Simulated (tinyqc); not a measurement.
Gaps against temperature: band gaps under pressure and temperature from deformation potentials.

Murnaghan: V/V0 = (1 + Bp P/B0)^(-1/Bp), B0 = (C11 + 2 C12)/3. Each gap moves by a ln(V/V0) with its volume potential a, and falls with temperature by aV T^2/(T + bV) (Varshni); the two effects are added. No change of phase is considered.

Constants: hc = 1239.841984 eV nm.

Inputs chosen for the exercise (near those of InP, the X and L potentials typical of such crystals; shifted at random, so the results belong to these values and not to a real crystal):
- Eg = 1.418 eV (gap at Gamma to the s-like level at 0 K, 0 GPa)
- EgX = 2.403 eV (gap to X at 0 K, 0 GPa)
- EgL = 2.016 eV (gap to L at 0 K, 0 GPa)
- C11 = 100.4 GPa
- C12 = 57 GPa
- Bp = 4.1 (pressure derivative of the bulk modulus)
- aG = -6.5 eV (volume potential of the Gamma gap)
- aX = 1.18 eV (volume potential of the X gap)
- aL = -3.27 eV (volume potential of the L gap)
- aV = (0.364, 0.457, 0.375) meV/K (Varshni alpha of Gamma, X, L)
- bV = (163, 191, 172) K (Varshni beta of Gamma, X, L)
- P = 5.6 GPa (pressure)

At the pressure P; wavelength hc/E of the lowest gap.

Gaps (eV):

| T (K) | Gamma | X | L | lowest | wavelength (nm) |
|---|---|---|---|---|---|
| 0 | 1.8597 | 2.3228 | 2.2382 | Gamma | 666.7 |
| 50 | 1.8554 | 2.3181 | 2.2340 | Gamma | 668.2 |
| 100 | 1.8458 | 2.3071 | 2.2244 | Gamma | 671.7 |
| 200 | 1.8196 | 2.2761 | 2.1979 | Gamma | 681.4 |
| 300 | 1.7889 | 2.2391 | 2.1667 | Gamma | 693.1 |
| 400 | 1.7562 | 2.1991 | 2.1333 | Gamma | 706.0 |
| 500 | 1.7224 | 2.1575 | 2.0987 | Gamma | 719.8 |
| 600 | 1.6879 | 2.1148 | 2.0633 | Gamma | 734.5 |

What can be read from this table?

From 0 to 100 K the Gamma gap falls by 13.8 meV, from 500 to 600 K by 34.5 meV: quadratic below bV, linear with a slope tending to aV = 0.364 meV/K above. Gamma stays lowest. A pressure of 0.78 GPa, with the slope -aG/B0 at zero pressure, would undo the fall of the Gamma gap from 0 to 300 K.

Program tinyqc; command `OMP_NUM_THREADS=1 python tinyqc.py 1050014 1050015 out.jsonl`; about 0.01 s on one thread of a shared Intel(R) Xeon(R) Processor @ 2.30GHz.
